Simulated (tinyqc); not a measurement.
Floating body of a partially depleted SOI transistor: body voltage and kink: two steps of the calculation.

Source at 0 V. Channel current Ic = 2 nf K Vt^2 [F(0) - F(Vd)](1 + la Vd), F(V) = ln^2(1 + exp((Vg - VT - nf V)/(2 nf Vt))), VT = VT0 - gb Vb. Saturation voltage Vs = 2 Vt sqrt(F(0)) + 3 Vt, excess Ve = (Vd - Vs + sqrt((Vd - Vs)^2 + 0.0004 V^2))/2, multiplication M1 = Ai Ve exp(-Bl/Ve). Each junction passes D(v) = J1 (exp(v/Vt) - 1) + J2 (exp(v/(2 Vt)) - 1). Bipolar current Ib = bb J1 (exp(Vb/Vt) - 1). The body settles where M1 (Ic + Ib) = D(Vb) + D(Vb - Vd) + Vb/Rb; drain current Id = (1 + M1)(Ic + Ib) - D(Vb - Vd).

Parameters, values chosen for the exercise; values of the order met in partially depleted silicon-on-insulator transistors: temperature T = 330 K; threshold at zero body voltage VT0 = 0.36 V; fall of the threshold per volt of body voltage gb = 0.15; slope factor nf = 1.44; gain factor per width K = 460 uA/(V^2 um); channel-length modulation factor la = 0.03 1/V; impact-ionisation prefactor Ai = 1.53 1/V; impact-ionisation voltage Bl = 4.8 V; diffusion saturation current of each junction J1 = 9.2e-11 uA/um; recombination saturation current of each junction J2 = 2.6e-8 uA/um; gain of the lateral bipolar transistor on the diffusion current bb = 0; resistance of a weak body tie to the source (1e9 stands for no tie, and the term is then dropped) Rb = 1e9 kohm um; gate voltage Vg = 0.5 V; drain voltage Vd = 1.2 V.

Constants: q = 1.602176634e-19 C, kB = 1.380649e-23 J/K, Vt = kB T/q. Results are converted to the units shown.

Question 1. New Vb. Current into the body I_in = M1 (Ic + Ib) - D(Vb - Vd), current out I_out = D(Vb) + Vb/Rb; f = ln(I_in/I_out), s = df/dVb by central differences over 1e-5 V, Vb(new) = Vb - f/s.

Vb after iteration 1 = 0.58707282 V

Wanted: Ic; Ve; M1; I_in; I_out; f; s; Vb after iteration 2.

Answer 1.

Ic = 8.981 uA/um
Ve = 0.9530 V
M1 = 0.009471
I_in = 0.08506 uA/um
I_out = 0.08583 uA/um
f = -0.008996
s = -34.41 1/V
Vb after iteration 2 = 0.5868 V

Question 2. Drain current with floating and with grounded body. Id and VT at the converged Vb, Id at Vb = 0, their ratio, and the bipolar share Ib/(Ic + Ib).

converged Vb = 0.58681139 V

Give: VT; Id, floating; Id, grounded; ratio; bipolar share.

Answer 2.

VT = 0.2720 V
Id, floating = 9.063 uA/um
Id, grounded = 3.957 uA/um
ratio = 2.291
bipolar share = 0.000 %

The body rises to 0.587 V and lowers the threshold by 88.0 mV.

Range of the model: The multiplication law is an empirical form chosen for the exercise; self-heating and capacitive coupling to the body are left out, and the linear laws are rough once Vb passes about 0.7 V or M1 about 0.1.

Computed by the program tinyqc: `OMP_NUM_THREADS=1 python tinyqc.py 2182022 2182023 out.jsonl`, one thread of a shared Intel Xeon 2.30GHz, about 0.2 s for the whole run.
